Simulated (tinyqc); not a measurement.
Phonon transmission through an interface between two chains by Green functions: one step, computed by the program tinyqc. Command: `OMP_NUM_THREADS=1 python tinyqc.py 3031422 3031423 out.jsonl agf walk`. One thread of a shared host (Intel(R) Xeon(R) Processor @ 2.30GHz), about 0.01 s of CPU time with the checks.

Two semi-infinite chains (masses m_1, m_2; springs k_1, k_2), motion along the chain. The central region holds the end atom of each chain and three interlayer atoms of mass m_b, joined by springs k_b. lambda = omega^2 in eV/(angstrom^2 u); nu = 15.6333042 THz x sqrt(lambda).

Task: Self-energies and the matrix at the probe frequency. In chain i, sin(q_i a/2) = nu/nu_max,i. An outgoing wave makes the next atom move as exp(i q_i a) times the end atom, so the lead adds the self-energy Sigma_i = -k_i exp(i q_i a) to the force-constant matrix; Gamma_i = -2 Im Sigma_i = 2 k_i sin(q_i a). A = lambda M - K - Sigma over the central atoms, with K_ii the sum of the springs at i, K_(i,i+1) = -k_b; G = inverse of A; transmission = Gamma_1 Gamma_2 |G_(first,last)|^2.

Inputs (values chosen for the exercise, for two model chains):
```
quantity,value,unit
mass m_1,41.9,u
spring k_1,3.41,eV/angstrom^2
mass m_2,173,u
spring k_2,6.34,eV/angstrom^2
junction spring k_b,1.03,eV/angstrom^2
interlayer mass m_b,182,u
```

Atoms in the interlayer: three.

probe frequency = 1.795658 THz

band top of chain 1 = 8.919714 THz

band top of chain 2 = 5.985526 THz

Constants: nu for 1 eV/(angstrom^2 u) = 15.6333042 THz.

Give: q_1 a; q_2 a; Gamma_1; Gamma_2; A (complex symmetric).

Result:

q_1 a = 0.40540 rad

q_2 a = 0.60939 rad

Gamma_1 = 2.6897 eV/angstrom^2

Gamma_2 = 7.2576 eV/angstrom^2

A (complex symmetric) (eV/angstrom^2):
```
,end of 1,layer 1,layer 2,layer 3,end of 2
end of 1,-0.7536+1.3448i,1.0300,0.0000,0.0000,0.0000
layer 1,1.0300,0.3411,1.0300,0.0000,0.0000
layer 2,0.0000,1.0300,0.3411,1.0300,0.0000
layer 3,0.0000,0.0000,1.0300,0.3411,1.0300
end of 2,0.0000,0.0000,0.0000,1.0300,0.1112+3.6288i
```
